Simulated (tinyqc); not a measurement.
Programming of a floating-gate cell by Fowler-Nordheim tunnelling: two steps of the calculation.

Per tunnel area the floating gate has Ctun = 3.9 eps0/tox to the channel (0 V) and Ccg to the control gate, Ct = Ctun/(1 - ag), no other coupling. With the threshold shift U = -Q/Ccg the field is F = ag (Vg - U)/tox, and dU/dt = J/Ccg. Fowler-Nordheim: J = A F^2 exp(-B/F), A = q^2/(16 pi^2 hbar mo phi) (times 1e14 for A/cm^2 with F in V/nm, emitter mass m0), B = (4/3) sqrt(mo/C) phi^1.5, C = hbar^2/(2 m0).

Values chosen for this exercise; oxide values close to those of silicon dioxide: tunnel barrier phi = 3.05 eV; tunnelling mass mo = 0.44 m0; tunnel oxide thickness tox = 7.4 nm; coupling ratio Ccg/Ct ag = 0.7; tunnel area ar = 5300 nm^2; threshold shift at the start Vt0 = -0.9 V; control-gate voltage Vg = 11.9 V; time step dt = 8.5 us; steps n = 12.

Constants: q = 1.602176634e-19 C, hbar = 1.054571817e-34 J s, m0 = 9.1093837015e-31 kg, eps0 = 8.8541878128e-14 F/cm where lengths are in cm, hbar^2/(2 m0) = 0.0380998212 eV nm^2. Results are converted to the units shown.

Problem 1. Constants of the cell. A, B, Ccg = ag Ct, the starting field and current, K = A B ag/(Ccg tox), and the knee time t0 = exp(B/F(0))/K.

Find: A; B; Ccg; F(0); J(0); K; t0; electrons for 1 V of shift.

Solution 1.

A = 1.1486e8 A cm^-2 (V/nm)^-2
B = 24.135 V/nm
Ccg = 1.0888 uF/cm^2
F(0) = 1.2108 V/nm
J(0) = 0.37106 A/cm^2
K = 2.4084e14 1/s
t0 = 1.8843 us
electrons for 1 V of shift = 360.18

Problem 2. Explicit time steps against the exact solution. U(new) = U + dt J(F(U))/Ccg. Exact: exp(B/F(t)) = exp(B/F(0)) + K t, K = A B ag/(Ccg tox), and U = Vg - tox F/ag.

Give: t; F; J; U by steps; U exact.

Solution 2.

t, step 0 to 12 (us): [0, 8.500, 17.00, 25.50, 34.00, 42.50, 51.00, 59.50, 68.00, 76.50, 85.00, 93.50, 102.0]
F, step 0 to 12 (V/nm): [1.211, 0.937, 0.936, 0.936, 0.935, 0.935, 0.934, 0.934, 0.934, 0.933, 0.933, 0.932, 0.932]
J, step 0 to 12 (A/cm^2): [0.3711, 6.523e-4, 6.430e-4, 6.340e-4, 6.253e-4, 6.168e-4, 6.085e-4, 6.004e-4, 5.925e-4, 5.848e-4, 5.773e-4, 5.700e-4, 5.628e-4]
U by steps, step 0 to 12 (V): [-0.900, 1.997, 2.002, 2.007, 2.012, 2.017, 2.021, 2.026, 2.031, 2.036, 2.040, 2.045, 2.049]
U exact, step 0 to 12 (V): [-0.900, 0.110, 0.427, 0.615, 0.749, 0.851, 0.934, 1.004, 1.064, 1.117, 1.163, 1.205, 1.244]

Range of the model: Programming fields of 10 MV/cm and more wear the oxide; trapping and the channel potential are ignored.

Numbers from tinyqc (`OMP_NUM_THREADS=1 python tinyqc.py 2130047 2130048 out.jsonl`; about 0.01 s on one thread of a shared Intel Xeon 2.30GHz).
